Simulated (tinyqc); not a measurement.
Scattering of inversion-layer electrons by surface optical phonons of the gate insulator (remote phonon scattering): one step, computed by the program tinyqc.

One subband with the Fang-Howard envelope; insulator and channel are half-spaces, the gate is far away, and an interlayer only moves the polar surface away by t (its own modes and its permittivity contrast are left out).

Problem. Surface modes and strengths. eps(w) = eps_inf + (eps_0s - eps_i) w1^2/(w1^2 - w^2) + (eps_i - eps_inf) w2^2/(w2^2 - w^2). Surface modes solve eps(w) + eps_s = 0, a quadratic in w^2; the strength of a mode is g = 2/(w d eps/dw). Occupation N = 1/(exp(hbar w/(k_B T)) - 1).

Inputs (values chosen for the exercise, modelled on HfO2 on silicon): static constant of the insulator eps_0s = 22; intermediate constant eps_i = 6.52; optical constant eps_inf = 5; hbar omega_TO1 = 12.3 meV; hbar omega_TO2 = 49.3 meV; constant of the channel eps_s = 11.7; temperature T = 250 K.

Constants: k_B = 8.617333262e-05 eV/K.

Give: hbar omega_SO; strengths g; occupations N; hbar omega g (2 N + 1).

Solution.

hbar omega_SO (meV): 1 16.69, 2 51.62

strengths g: 1 0.02466, 2 0.00555

occupations N: 1 0.8549, 2 0.1002

hbar omega g (2 N + 1) (meV): 1 1.115, 2 0.344

The lower mode has the larger hbar omega g N, the prefactor of absorption before the dependence on q: 0.352 and 0.0287 meV.
